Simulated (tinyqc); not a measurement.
# Small-signal admittance of a forward-biased p+-n diode: admittance against frequency

Holes injected into a neutral base of width wb with an ohmic contact at its end; low injection, p0 far above the equilibrium density. A small voltage v exp(i w t), w = 2 pi f, modulates the edge density by p0 v/Vt, and the small-signal density obeys Dp d2p/dx2 = (1/tau + i w) p.

L = sqrt(Dp tau); direct current J = (q Dp p0/L) coth(wb/L); k = sqrt(1 + i w tau)/L; diffusion admittance Y = (q Dp p0/Vt) k coth(k wb) = G + i w C_diff; junction capacitance C_j = sqrt(q eps0 eps_r Nd/(2 Vr)) in the depletion approximation, with the remaining barrier Vr = Vt ln(Na/p0), a rough value under forward bias; base-width modulation is left out. Measured admittance 1/[Rs + 1/(Y + i w C_j)].

Values chosen for this exercise; permittivity close to that of silicon:

| symbol | value | unit | meaning |
|---|---|---|---|
| T | 300 | K | temperature |
| eps_r | 11.7 |  | relative permittivity |
| Nd | 4.6e15 | cm^-3 | donor density of the base |
| Dp | 5.7 | cm^2/s | hole diffusion coefficient |
| tau | 3e-9 | s | hole lifetime |
| wb | 4.1 | um | width of the neutral base |
| p0 | 1.9e13 | cm^-3 | excess hole density at the junction edge |
| Na | 2e19 | cm^-3 | acceptor density of the p+ side |
| Rs | 0.0017 | ohm cm^2 | series resistance |

Constants: q = 1.602176634e-19 C, kB = 1.380649e-23 J/K, Vt = kB T/q, eps0 = 8.8541878128e-14 F/cm where lengths are in cm. Results are converted to the units shown.

The same in every row: C_j (uF/cm^2) = 0.032633.

Admittance against frequency:
```
f (Hz)      w tau  G (S/cm^2)  C_diff (uF/cm^2)  measured G (S/cm^2)  measured C (uF/cm^2)  phase of the measured Y (degrees)
2e5     0.0037699      5.1522         0.0075450               5.1074              0.039483                            0.55658
7e5      0.013195      5.1523         0.0075448               5.1076              0.039483                             1.9473
3e6      0.056549      5.1540         0.0075428               5.1101              0.039480                             8.2857
1e7       0.18850      5.1720         0.0075208               5.1375              0.039456                             25.759
5e7       0.94248      5.5833         0.0070366               5.7873              0.038910                             64.665
2e8        3.7699      8.0351         0.0049181               11.539              0.036318                             75.812
9e8        16.965      15.396         0.0025668               71.221              0.030149                             67.327
4e9        75.398      31.724         0.0012456               394.86              0.010567                             33.925
2e10       376.99      70.562         5.6003e-4               575.45             6.4408e-4                             8.0062
```

What does the comparison show?

G starts at J/Vt = 5.15 S/cm^2 and C_diff at (J tau/(2 Vt))(1 - 2 x/sinh 2x) = 0.00754 uF/cm^2, x = wb/L = 3.14. Between the last two rows G goes as f^(0.50) and C_diff as f^(-0.50); the limits are 1/2 and -1/2, reached when the signal penetrates only sqrt(Dp/w). The measured C is 1.7 % below C_diff + C_j in the first row and 98 % below it in the last, the difference being due to Rs.

Numbers from tinyqc (`OMP_NUM_THREADS=1 python tinyqc.py 2890132 2890133 out.jsonl`; about 0.01 s on one thread of a shared Intel Xeon 2.30GHz).
